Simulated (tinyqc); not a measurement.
CMOS inverter, nodal equation and switching: two steps of the calculation.

An n-channel pull-down (bn, VTn) and a p-channel pull-up (bp, VTp) share the input Vin and the output node Vout, which carries the load C. Transistor (EKV form, voltages against the body): I = 2 n b Vt^2 [F(vp - Vs) - F(vp - Vd)] from drain to source, F(v) = ln^2(1 + exp(v/(2 Vt))), vp = (Vg - VT + sg |Vd - Vs|)/n. n-channel bodies are at 0; for the p-channel device all voltages are counted down from Vdd. b in uA/V^2 gives I in uA. Static: In = Ip. Transient: C dVout/dt = Ip - In. No velocity saturation, no gate capacitance beyond C.

Parameters, values chosen for the exercise: temperature T = 250 K; supply voltage Vdd = 0.7 V; slope factor n = 1.18; drain-induced barrier lowering sg = 0.033; n-channel threshold VTn = 0.27 V; p-channel threshold (magnitude) VTp = 0.38 V; gain factor of the pull-down transistor bn = 380 uA/V^2; gain factor of the pull-up transistor bp = 380 uA/V^2; input voltage Vin = 0.28 V.

Constants: q = 1.602176634e-19 C, kB = 1.380649e-23 J/K, Vt = kB T/q. Results are converted to the units shown.

Task 1. Output voltage by Newton steps. f = In - Ip at (Vin, Vout); G = df/dVout by a central difference with +/- 1e-6 V; Vout(new) = Vout - f/G.

Vout after iteration 1 = 0.79838313 V

Find: In; Ip; G; Vout after iteration 2.

Result 1.

In = 0.5157 uA
Ip = -3.594 uA
G = 60.40 uS
Vout after iteration 2 = 0.7303 V

Task 2. Switching point and noise margins. VM solves In = Ip with Vin = Vout. VIL and VIH are the inputs at which the gain is -1; NML = VIL - Vout(VIH), NMH = Vout(VIL) - VIH.

Give: VM; gain at VM; VIL; VIH; NML; NMH.

Result 2.

VM = 0.29676 V
gain at VM = -30.300
VIL = 0.26507 V
VIH = 0.32493 V
NML = 0.24568 V
NMH = 0.35568 V

VM lies 53 mV below Vdd/2, and the high margin is the larger one. With both transistors saturated the size of the gain tends to 1/sg = 30.3; here it is 0.010 % below that.

Program tinyqc, `OMP_NUM_THREADS=1 python tinyqc.py 2340143 2340144 out.jsonl`; Intel Xeon 2.30GHz, shared host, one thread, about 0.06 s.
